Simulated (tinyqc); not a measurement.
Worked calculation: CCSD on RHF in the 3-21g basis, for H-, spin multiplicity 1. The basis has no diffuse functions, so it cannot describe the extra electron: this is an exercise in the method, not the real anion. One step of it, computed by the program tinyqc.

Task: CCSD: starting amplitudes. t_ij^ab = <ij||ab> / (e_i + e_j - e_a - e_b), whose energy is MP2.

orbital energies (hartree): MO1 0.077370, MO2 1.670865

Two-electron integrals over orbitals (pq|rs), unique and non-zero (hartree):
```
p,q,r,s,(pq|rs)
1,1,1,1,0.555159
2,1,1,1,0.139972
2,1,2,1,0.137755
2,2,1,1,0.620272
2,2,2,1,0.250869
2,2,2,2,0.823223
```

Give: Starting amplitudes; correlation energy.

Result:

Starting amplitudes (spin orbitals 1a, 1b, ...; amplitudes related by a flip of all spins are not repeated):
```
from,to,t
1a 1b,2a 2b,-0.0432
```

correlation energy = -0.005954 hartree
